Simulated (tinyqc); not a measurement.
Worked calculation (part 1 of 2): ROHF in the 6-311g basis, for H2-, spin multiplicity 2. The basis has no diffuse functions, so it cannot describe the extra electron: this is an exercise in the method, not the real anion. Computed by tinyqc, a small Python program that keeps every step (integrals from PySCF). Settings: charge = -1, multiplicity = 2, basis = 6-311g, energy threshold = 1e-08, iteration cap = 63, orthogonalisation = canonical, start = atomic densities, DIIS depth = 0, method = ROHF. Command: `OMP_NUM_THREADS=1 python tinyqc.py 26850 26851 out.jsonl` (the two numbers bound the seeds that draw the settings). One thread of a shared host (Intel(R) Xeon(R) Processor @ 2.60GHz), about 0.09 s of CPU time with the checks. Later iterations appear only in the table of the cycle.

## One-electron integrals

Geometry (angstrom):
```
atom        x        y        z
H     0.00000  0.00000  0.00000
H     0.00000  0.00000  0.84200
```

Basis 6-311g: exponents (1/bohr^2) and contraction coefficients of normalised primitives:
```
element  l (shell)  exponent  coefficient
H            s (1)  33.86500      0.02549
H            s (1)   5.09479      0.19037
H            s (1)   1.15879      0.85216
H            s (2)   0.32584      1.00000
H            s (3)   0.10274      1.00000
```

Overlap, kinetic and nuclear-attraction integrals over the contracted functions; the nuclear repulsion is the sum of Za Zb / Rab.

nuclear repulsion = 0.6284765 hartree

overlap S, order 1H 1s, 1H 2s, 1H 3s, 2H 1s, 2H 2s, 2H 3s:
```
[[1.00000, 0.70638, 0.37366, 0.18845, 0.36680, 0.29388],
 [0.70638, 1.00000, 0.78896, 0.36680, 0.66201, 0.64740],
 [0.37366, 0.78896, 1.00000, 0.29388, 0.64740, 0.87804],
 [0.18845, 0.36680, 0.29388, 1.00000, 0.70638, 0.37366],
 [0.36680, 0.66201, 0.64740, 0.70638, 1.00000, 0.78896],
 [0.29388, 0.64740, 0.87804, 0.37366, 0.78896, 1.00000]]
```

kinetic energy T (hartree), order 1H 1s, 1H 2s, 1H 3s, 2H 1s, 2H 2s, 2H 3s:
```
[[2.30435, 0.54912, 0.10635, -0.03088, 0.15997, 0.07024],
 [0.54912, 0.48876, 0.18488, 0.15997, 0.23459, 0.13171],
 [0.10635, 0.18488, 0.15411, 0.07024, 0.13171, 0.12358],
 [-0.03088, 0.15997, 0.07024, 2.30435, 0.54912, 0.10635],
 [0.15997, 0.23459, 0.13171, 0.54912, 0.48876, 0.18488],
 [0.07024, 0.13171, 0.12358, 0.10635, 0.18488, 0.15411]]
```

nuclear attraction V (hartree), order 1H 1s, 1H 2s, 1H 3s, 2H 1s, 2H 2s, 2H 3s:
```
[[-2.73929, -1.50220, -0.74734, -0.45280, -0.80005, -0.59837],
 [-1.50220, -1.49583, -1.00888, -0.80005, -1.05889, -0.86305],
 [-0.74734, -1.00888, -0.94658, -0.59837, -0.86305, -0.86077],
 [-0.45280, -0.80005, -0.59837, -2.73929, -1.50220, -0.74734],
 [-0.80005, -1.05889, -0.86305, -1.50220, -1.49583, -1.00888],
 [-0.59837, -0.86305, -0.86077, -0.74734, -1.00888, -0.94658]]
```

core Hamiltonian H = T + V (hartree), order 1H 1s, 1H 2s, 1H 3s, 2H 1s, 2H 2s, 2H 3s:
```
[[-0.43494, -0.95308, -0.64100, -0.48368, -0.64007, -0.52813],
 [-0.95308, -1.00707, -0.82400, -0.64007, -0.82430, -0.73134],
 [-0.64100, -0.82400, -0.79247, -0.52813, -0.73134, -0.73718],
 [-0.48368, -0.64007, -0.52813, -0.43494, -0.95308, -0.64100],
 [-0.64007, -0.82430, -0.73134, -0.95308, -1.00707, -0.82400],
 [-0.52813, -0.73134, -0.73718, -0.64100, -0.82400, -0.79247]]
```

## Two-electron integrals

Functions are numbered as in S; the eight-fold symmetry (ij|kl) = (ji|kl) = (kl|ij) leaves the list below.

Two-electron integrals (ij|kl) in chemists' order, unique and non-zero (hartree):
```
(11|11) 1.39303   (21|11) 0.82297   (21|21) 0.50970   (22|11) 0.82290
(22|21) 0.54303   (22|22) 0.64411   (31|11) 0.41126   (31|21) 0.25776
(31|22) 0.27987   (31|31) 0.13079   (32|11) 0.54368   (32|21) 0.36577
(32|22) 0.45267   (32|31) 0.18980   (32|32) 0.32514   (33|11) 0.49402
(33|21) 0.34012   (33|22) 0.44599   (33|31) 0.17804   (33|32) 0.33178
(33|33) 0.36168   (41|11) 0.19214   (41|21) 0.12298   (41|22) 0.13735
(41|31) 0.06275   (41|32) 0.09393   (41|33) 0.08894   (41|41) 0.04373
(42|11) 0.26860   (42|21) 0.18177   (42|22) 0.22477   (42|31) 0.09441
(42|32) 0.16033   (42|33) 0.16075   (42|41) 0.07119   (42|42) 0.13600
(43|11) 0.19005   (43|21) 0.13028   (43|22) 0.16619   (43|31) 0.06800
(43|32) 0.12049   (43|33) 0.12392   (43|41) 0.05150   (43|42) 0.10366
(43|43) 0.08080   (44|11) 0.62259   (44|21) 0.43293   (44|22) 0.56476
(44|31) 0.22698   (44|32) 0.41174   (44|33) 0.42449   (44|41) 0.19214
(44|42) 0.41035   (44|43) 0.32182   (44|44) 1.39303   (51|11) 0.41035
(51|21) 0.25638   (51|22) 0.27690   (51|31) 0.12997   (51|32) 0.18742
(51|33) 0.17534   (51|41) 0.07119   (51|42) 0.10875   (51|43) 0.07820
(51|44) 0.26860   (51|51) 0.13600   (52|11) 0.48918   (52|21) 0.32707
(52|22) 0.39882   (52|31) 0.16933   (52|32) 0.28410   (52|33) 0.28580
(52|41) 0.10069   (52|42) 0.17995   (52|43) 0.13640   (52|44) 0.48918
(52|51) 0.17995   (52|52) 0.28228   (53|11) 0.37660   (53|21) 0.25711
(53|22) 0.32947   (53|31) 0.13414   (53|32) 0.24135   (53|33) 0.25487
(53|41) 0.08129   (53|42) 0.15553   (53|43) 0.12156   (53|44) 0.43817
(53|51) 0.14289   (53|52) 0.24231   (53|53) 0.21893   (54|11) 0.43293
(54|21) 0.29922   (54|22) 0.38805   (54|31) 0.15661   (54|32) 0.28340
(54|33) 0.29433   (54|41) 0.12298   (54|42) 0.25638   (54|43) 0.20190
(54|44) 0.82297   (54|51) 0.18177   (54|52) 0.32707   (54|53) 0.29528
(54|54) 0.50970   (55|11) 0.56476   (55|21) 0.38805   (55|22) 0.50343
(55|31) 0.20289   (55|32) 0.37062   (55|33) 0.39356   (55|41) 0.13735
(55|42) 0.27690   (55|43) 0.21959   (55|44) 0.82290   (55|51) 0.22477
(55|52) 0.39882   (55|53) 0.36684   (55|54) 0.54303   (55|55) 0.64411
(61|11) 0.32182   (61|21) 0.20190   (61|22) 0.21959   (61|31) 0.10248
(61|32) 0.14901   (61|33) 0.13989   (61|41) 0.05150   (61|42) 0.07820
(61|43) 0.05636   (61|44) 0.19005   (61|51) 0.10366   (61|52) 0.13640
(61|53) 0.10834   (61|54) 0.13028   (61|55) 0.16619   (61|61) 0.08080
(62|11) 0.43817   (62|21) 0.29528   (62|22) 0.36684   (62|31) 0.15331
(62|32) 0.26405   (62|33) 0.27042   (62|41) 0.08129   (62|42) 0.14289
(62|43) 0.10834   (62|44) 0.37660   (62|51) 0.15553   (62|52) 0.24231
(62|53) 0.20866   (62|54) 0.25711   (62|55) 0.32947   (62|61) 0.12156
(62|62) 0.21893   (63|11) 0.41684   (63|21) 0.28754   (63|22) 0.37907
(63|31) 0.15063   (63|32) 0.28300   (63|33) 0.31082   (63|41) 0.08121
(63|42) 0.15290   (63|43) 0.11968   (63|44) 0.41684   (63|51) 0.15290
(63|52) 0.25924   (63|53) 0.23716   (63|54) 0.28754   (63|55) 0.37907
(63|61) 0.11968   (63|62) 0.23716   (63|63) 0.27884   (64|11) 0.22698
(64|21) 0.15661   (64|22) 0.20289   (64|31) 0.08194   (64|32) 0.14832
(64|33) 0.15450   (64|41) 0.06275   (64|42) 0.12997   (64|43) 0.10248
(64|44) 0.41126   (64|51) 0.09441   (64|52) 0.16933   (64|53) 0.15331
(64|54) 0.25776   (64|55) 0.27987   (64|61) 0.06800   (64|62) 0.13414
(64|63) 0.15063   (64|64) 0.13079   (65|11) 0.41174   (65|21) 0.28340
(65|22) 0.37062   (65|31) 0.14832   (65|32) 0.27479   (65|33) 0.29667
(65|41) 0.09393   (65|42) 0.18742   (65|43) 0.14901   (65|44) 0.54368
(65|51) 0.16033   (65|52) 0.28410   (65|53) 0.26405   (65|54) 0.36577
(65|55) 0.45267   (65|61) 0.12049   (65|62) 0.24135   (65|63) 0.28300
(65|64) 0.18980   (65|65) 0.32514   (66|11) 0.42449   (66|21) 0.29433
(66|22) 0.39356   (66|31) 0.15450   (66|32) 0.29667   (66|33) 0.33263
(66|41) 0.08894   (66|42) 0.17534   (66|43) 0.13989   (66|44) 0.49402
(66|51) 0.16075   (66|52) 0.28580   (66|53) 0.27042   (66|54) 0.34012
(66|55) 0.44599   (66|61) 0.12392   (66|62) 0.25487   (66|63) 0.31082
(66|64) 0.17804   (66|65) 0.33178   (66|66) 0.36168
```

## Orthogonalisation

S = U s U^T; canonical form X = U s^(-1/2), so that X^T S X = 1. Each column of U has its largest component positive (the first on a tie).

eigenvalues of S: [0.03833, 0.13523, 0.22330, 0.80411, 1.00986, 3.78917]

X, order 1H 1s, 1H 2s, 1H 3s, 2H 1s, 2H 2s, 2H 3s:
```
[[0.60350, -0.95094, -0.69809, 0.59631, 0.61117, 0.15563],
 [-2.05705, 1.45008, 1.00771, 0.10115, 0.33161, 0.23396],
 [2.90661, -0.83086, 0.85812, -0.50595, 0.10779, 0.23020],
 [-0.60350, -0.95094, 0.69809, 0.59631, -0.61117, 0.15563],
 [2.05705, 1.45008, -1.00771, 0.10115, -0.33161, 0.23396],
 [-2.90661, -0.83086, -0.85812, -0.50595, -0.10779, 0.23020]]
```

## Starting guess

The start is atomic minimal-basis densities projected into this basis (PySCF's MINAO start) and scaled to the electron count of each spin; this density is not idempotent, so its energy is not variational and may lie below the converged one.

D(alpha) at the start, order 1H 1s, 1H 2s, 1H 3s, 2H 1s, 2H 2s, 2H 3s:
```
[[0.09581, 0.15576, 0.09834, 0.00174, -0.00084, 0.00351],
 [0.15576, 0.25337, 0.15981, -0.00084, -0.00734, 0.00194],
 [0.09834, 0.15981, 0.10096, 0.00351, 0.00194, 0.00538],
 [0.00174, -0.00084, 0.00351, 0.09581, 0.15576, 0.09834],
 [-0.00084, -0.00734, 0.00194, 0.15576, 0.25337, 0.15981],
 [0.00351, 0.00194, 0.00538, 0.09834, 0.15981, 0.10096]]
```

D(beta) at the start, order 1H 1s, 1H 2s, 1H 3s, 2H 1s, 2H 2s, 2H 3s:
```
[[0.04791, 0.07788, 0.04917, 0.00087, -0.00042, 0.00176],
 [0.07788, 0.12668, 0.07990, -0.00042, -0.00367, 0.00097],
 [0.04917, 0.07990, 0.05048, 0.00176, 0.00097, 0.00269],
 [0.00087, -0.00042, 0.00176, 0.04791, 0.07788, 0.04917],
 [-0.00042, -0.00367, 0.00097, 0.07788, 0.12668, 0.07990],
 [0.00176, 0.00097, 0.00269, 0.04917, 0.07990, 0.05048]]
```

## Iteration 1: building the Fock matrix

J_ij = sum D_kl (ij|kl) with D = D(alpha) + D(beta), K_ij = sum D_kl (ik|jl) for each spin; F = H + J - K(s); E = tr D H + tr D J / 2 - 0.5 sum_s tr D(s) K(s) + E_nn.

Coulomb J (hartree), order 1H 1s, 1H 2s, 1H 3s, 2H 1s, 2H 2s, 2H 3s:
```
[[2.19475, 1.44559, 0.74598, 0.42958, 0.77870, 0.59638],
 [1.44559, 1.73980, 1.23980, 0.77870, 1.21157, 1.04958],
 [0.74598, 1.23980, 1.25627, 0.59638, 1.04958, 1.13478],
 [0.42958, 0.77870, 0.59638, 2.19475, 1.44559, 0.74598],
 [0.77870, 1.21157, 1.04958, 1.44559, 1.73980, 1.23980],
 [0.59638, 1.04958, 1.13478, 0.74598, 1.23980, 1.25627]]
```

exchange K(alpha) (hartree), order 1H 1s, 1H 2s, 1H 3s, 2H 1s, 2H 2s, 2H 3s:
```
[[0.80880, 0.78638, 0.55630, 0.38710, 0.57594, 0.49278],
 [0.78638, 0.90132, 0.69304, 0.57594, 0.77369, 0.65005],
 [0.55630, 0.69304, 0.56381, 0.49278, 0.65005, 0.54796],
 [0.38710, 0.57594, 0.49278, 0.80880, 0.78638, 0.55630],
 [0.57594, 0.77369, 0.65005, 0.78638, 0.90132, 0.69304],
 [0.49278, 0.65005, 0.54796, 0.55630, 0.69304, 0.56381]]
```

exchange K(beta) (hartree), order 1H 1s, 1H 2s, 1H 3s, 2H 1s, 2H 2s, 2H 3s:
```
[[0.40440, 0.39319, 0.27815, 0.19355, 0.28797, 0.24639],
 [0.39319, 0.45066, 0.34652, 0.28797, 0.38684, 0.32503],
 [0.27815, 0.34652, 0.28190, 0.24639, 0.32503, 0.27398],
 [0.19355, 0.28797, 0.24639, 0.40440, 0.39319, 0.27815],
 [0.28797, 0.38684, 0.32503, 0.39319, 0.45066, 0.34652],
 [0.24639, 0.32503, 0.27398, 0.27815, 0.34652, 0.28190]]
```

F(alpha) (hartree), order 1H 1s, 1H 2s, 1H 3s, 2H 1s, 2H 2s, 2H 3s:
```
[[0.95100, -0.29387, -0.45131, -0.44120, -0.43731, -0.42453],
 [-0.29387, -0.16859, -0.27724, -0.43731, -0.38641, -0.33181],
 [-0.45131, -0.27724, -0.10001, -0.42453, -0.33181, -0.15036],
 [-0.44120, -0.43731, -0.42453, 0.95100, -0.29387, -0.45131],
 [-0.43731, -0.38641, -0.33181, -0.29387, -0.16859, -0.27724],
 [-0.42453, -0.33181, -0.15036, -0.45131, -0.27724, -0.10001]]
```

F(beta) (hartree), order 1H 1s, 1H 2s, 1H 3s, 2H 1s, 2H 2s, 2H 3s:
```
[[1.35540, 0.09932, -0.17316, -0.24765, -0.14934, -0.17815],
 [0.09932, 0.28207, 0.06928, -0.14934, 0.00043, -0.00679],
 [-0.17316, 0.06928, 0.18189, -0.17815, -0.00679, 0.12362],
 [-0.24765, -0.14934, -0.17815, 1.35540, 0.09932, -0.17316],
 [-0.14934, 0.00043, -0.00679, 0.09932, 0.28207, 0.06928],
 [-0.17815, -0.00679, 0.12362, -0.17316, 0.06928, 0.18189]]
```

total energy of this density = -1.0865589 hartree

This density is the starting one; it is not idempotent, so its energy is not variational and may lie below the converged one.

## Iteration 1: Roothaan effective Fock matrix

With projectors Pc = D(beta) S, Po = (D(alpha) - D(beta)) S, Pv = 1 - D(alpha) S, the block xy is Px^T F Py; with Fc = (F(alpha) + F(beta))/2, the blocks are Fc for cc, oo, vv and cv, F(beta) for co and F(alpha) for ov.

effective F (hartree), order 1H 1s, 1H 2s, 1H 3s, 2H 1s, 2H 2s, 2H 3s:
```
[[1.35485, 0.22546, 0.01135, -0.12656, 0.03876, 0.02541],
 [0.22546, 0.56277, 0.39862, 0.03876, 0.31811, 0.33487],
 [0.01135, 0.39862, 0.53781, 0.02541, 0.33487, 0.48393],
 [-0.12656, 0.03876, 0.02541, 1.35485, 0.22546, 0.01135],
 [0.03876, 0.31811, 0.33487, 0.22546, 0.56277, 0.39862],
 [0.02541, 0.33487, 0.48393, 0.01135, 0.39862, 0.53781]]
```

## Iteration 1: diagonalisation and new density

Diagonalise F' = X^T F X, C = X C', fill 2 alpha and 1 beta electrons from the bottom; D(s) = C_occ C_occ^T. Each column has its largest component positive (the first on a tie).

F' = X^T F X (hartree):
```
[[1.50982, 0.00000, -1.03962, 0.00000, 0.44090, 0.00000],
 [0.00000, 2.46057, 0.00000, -1.07009, 0.00000, 0.02389],
 [-1.03962, 0.00000, 1.74894, 0.00000, -0.90959, 0.00000],
 [0.00000, -1.07009, 0.00000, 1.28390, 0.00000, -0.02148],
 [0.44090, 0.00000, -0.90959, 0.00000, 1.31855, 0.00000],
 [0.00000, 0.02389, 0.00000, -0.02148, 0.00000, 0.46601]]
```

orbital energies (hartree): [0.42269, 0.46541, 0.65129, 0.96534, 3.09377, 3.18927]

coefficients C, order 1H 1s, 1H 2s, 1H 3s, 2H 1s, 2H 2s, 2H 3s:
```
[[0.09251, 0.16997, -0.02342, -0.07132, -1.12012, -1.10065],
 [-0.11965, 0.24756, -0.81728, -1.59174, 1.19936, 1.67599],
 [2.09605, 0.20632, 0.86597, 1.91953, -0.45480, -1.05751],
 [-0.09251, 0.16997, -0.02342, 0.07132, -1.12012, 1.10065],
 [0.11965, 0.24756, -0.81728, 1.59174, 1.19936, -1.67599],
 [-2.09605, 0.20632, 0.86597, -1.91953, -0.45480, 1.05751]]
```

D(alpha) after iteration 1, order 1H 1s, 1H 2s, 1H 3s, 2H 1s, 2H 2s, 2H 3s:
```
[[0.03745, 0.03101, 0.22898, 0.02033, 0.05315, -0.15884],
 [0.03101, 0.07560, -0.19971, 0.05315, 0.04697, 0.30187],
 [0.22898, -0.19971, 4.43599, -0.15884, 0.30187, -4.35085],
 [0.02033, 0.05315, -0.15884, 0.03745, 0.03101, 0.22898],
 [0.05315, 0.04697, 0.30187, 0.03101, 0.07560, -0.19971],
 [-0.15884, 0.30187, -4.35085, 0.22898, -0.19971, 4.43599]]
```

D(beta) after iteration 1, order 1H 1s, 1H 2s, 1H 3s, 2H 1s, 2H 2s, 2H 3s:
```
[[0.00856, -0.01107, 0.19391, -0.00856, 0.01107, -0.19391],
 [-0.01107, 0.01432, -0.25079, 0.01107, -0.01432, 0.25079],
 [0.19391, -0.25079, 4.39342, -0.19391, 0.25079, -4.39342],
 [-0.00856, 0.01107, -0.19391, 0.00856, -0.01107, 0.19391],
 [0.01107, -0.01432, 0.25079, -0.01107, 0.01432, -0.25079],
 [-0.19391, 0.25079, -4.39342, 0.19391, -0.25079, 4.39342]]
```

## Iteration 2: building the Fock matrix

As before.

Coulomb J (hartree), order 1H 1s, 1H 2s, 1H 3s, 2H 1s, 2H 2s, 2H 3s:
```
[[1.42961, 0.96912, 0.50516, 0.27238, 0.51022, 0.39981],
 [0.96912, 1.24526, 0.92279, 0.51022, 0.84066, 0.76685],
 [0.50516, 0.92279, 1.01100, 0.39981, 0.76685, 0.89998],
 [0.27238, 0.51022, 0.39981, 1.42961, 0.96912, 0.50516],
 [0.51022, 0.84066, 0.76685, 0.96912, 1.24526, 0.92279],
 [0.39981, 0.76685, 0.89998, 0.50516, 0.92279, 1.01100]]
```

exchange K(alpha) (hartree), order 1H 1s, 1H 2s, 1H 3s, 2H 1s, 2H 2s, 2H 3s:
```
[[0.43928, 0.45899, 0.34147, 0.23332, 0.33142, 0.28674],
 [0.45899, 0.56194, 0.45676, 0.33142, 0.44947, 0.39560],
 [0.34147, 0.45676, 0.40416, 0.28674, 0.39560, 0.36352],
 [0.23332, 0.33142, 0.28674, 0.43928, 0.45899, 0.34147],
 [0.33142, 0.44947, 0.39560, 0.45899, 0.56194, 0.45676],
 [0.28674, 0.39560, 0.36352, 0.34147, 0.45676, 0.40416]]
```

exchange K(beta) (hartree), order 1H 1s, 1H 2s, 1H 3s, 2H 1s, 2H 2s, 2H 3s:
```
[[0.04756, 0.04956, 0.03719, -0.01557, -0.00966, 0.00218],
 [0.04956, 0.06908, 0.06460, -0.00966, -0.00118, 0.01762],
 [0.03719, 0.06460, 0.07663, 0.00218, 0.01762, 0.04140],
 [-0.01557, -0.00966, 0.00218, 0.04756, 0.04956, 0.03719],
 [-0.00966, -0.00118, 0.01762, 0.04956, 0.06908, 0.06460],
 [0.00218, 0.01762, 0.04140, 0.03719, 0.06460, 0.07663]]
```

F(alpha) (hartree), order 1H 1s, 1H 2s, 1H 3s, 2H 1s, 2H 2s, 2H 3s:
```
[[0.55539, -0.44295, -0.47730, -0.44462, -0.46128, -0.41506],
 [-0.44295, -0.32375, -0.35797, -0.46128, -0.43311, -0.36010],
 [-0.47730, -0.35797, -0.18563, -0.41506, -0.36010, -0.20072],
 [-0.44462, -0.46128, -0.41506, 0.55539, -0.44295, -0.47730],
 [-0.46128, -0.43311, -0.36010, -0.44295, -0.32375, -0.35797],
 [-0.41506, -0.36010, -0.20072, -0.47730, -0.35797, -0.18563]]
```

F(beta) (hartree), order 1H 1s, 1H 2s, 1H 3s, 2H 1s, 2H 2s, 2H 3s:
```
[[0.94711, -0.03352, -0.17303, -0.19573, -0.12019, -0.13051],
 [-0.03352, 0.16911, 0.03419, -0.12019, 0.01754, 0.01789],
 [-0.17303, 0.03419, 0.14190, -0.13051, 0.01789, 0.12139],
 [-0.19573, -0.12019, -0.13051, 0.94711, -0.03352, -0.17303],
 [-0.12019, 0.01754, 0.01789, -0.03352, 0.16911, 0.03419],
 [-0.13051, 0.01789, 0.12139, -0.17303, 0.03419, 0.14190]]
```

total energy of this density = -0.5666994 hartree

## Iteration 2: Roothaan effective Fock matrix

As before.

effective F (hartree), order 1H 1s, 1H 2s, 1H 3s, 2H 1s, 2H 2s, 2H 3s:
```
[[0.70976, -0.27142, -0.33421, -0.36166, -0.32391, -0.28183],
 [-0.27142, -0.08520, -0.13583, -0.32391, -0.21566, -0.14504],
 [-0.33421, -0.13583, 0.03558, -0.28183, -0.14504, 0.01778],
 [-0.36166, -0.32391, -0.28183, 0.70976, -0.27142, -0.33421],
 [-0.32391, -0.21566, -0.14504, -0.27142, -0.08520, -0.13583],
 [-0.28183, -0.14504, 0.01778, -0.33421, -0.13583, 0.03558]]
```

## Iteration 2: diagonalisation and new density

As before.

F' = X^T F X (hartree):
```
[[1.33675, 0.00000, -0.96049, 0.00000, 0.33332, 0.00000],
 [0.00000, 2.12835, 0.00000, -0.87623, 0.00000, 0.01932],
 [-0.96049, 0.00000, 1.34511, 0.00000, -0.82323, 0.00000],
 [0.00000, -0.87623, 0.00000, 0.92604, 0.00000, -0.16562],
 [0.33332, 0.00000, -0.82323, 0.00000, 0.85960, 0.00000],
 [0.00000, 0.01932, 0.00000, -0.16562, 0.00000, -0.24592]]
```

orbital energies (hartree): [-0.27462, 0.11167, 0.49012, 0.74958, 2.59295, 2.68020]

coefficients C, order 1H 1s, 1H 2s, 1H 3s, 2H 1s, 2H 2s, 2H 3s:
```
[[0.20457, 0.11020, -0.04547, -0.12699, -1.11364, -1.09399],
 [0.32983, 0.11002, -0.71971, -1.48066, 1.24134, 1.77551],
 [0.08972, 1.78966, 0.86690, 2.14253, -0.48964, -1.18451],
 [0.20457, -0.11020, -0.04547, 0.12699, -1.11364, 1.09399],
 [0.32983, -0.11002, -0.71971, 1.48066, 1.24134, -1.77551],
 [0.08972, -1.78966, 0.86690, -2.14253, -0.48964, 1.18451]]
```

D(alpha) after iteration 2, order 1H 1s, 1H 2s, 1H 3s, 2H 1s, 2H 2s, 2H 3s:
```
[[0.05399, 0.07960, 0.21557, 0.02971, 0.05535, -0.17886],
 [0.07960, 0.12089, 0.22648, 0.05535, 0.09669, -0.16730],
 [0.21557, 0.22648, 3.21091, -0.17886, -0.16730, -3.19482],
 [0.02971, 0.05535, -0.17886, 0.05399, 0.07960, 0.21557],
 [0.05535, 0.09669, -0.16730, 0.07960, 0.12089, 0.22648],
 [-0.17886, -0.16730, -3.19482, 0.21557, 0.22648, 3.21091]]
```

D(beta) after iteration 2, order 1H 1s, 1H 2s, 1H 3s, 2H 1s, 2H 2s, 2H 3s:
```
[[0.04185, 0.06747, 0.01835, 0.04185, 0.06747, 0.01835],
 [0.06747, 0.10879, 0.02959, 0.06747, 0.10879, 0.02959],
 [0.01835, 0.02959, 0.00805, 0.01835, 0.02959, 0.00805],
 [0.04185, 0.06747, 0.01835, 0.04185, 0.06747, 0.01835],
 [0.06747, 0.10879, 0.02959, 0.06747, 0.10879, 0.02959],
 [0.01835, 0.02959, 0.00805, 0.01835, 0.02959, 0.00805]]
```
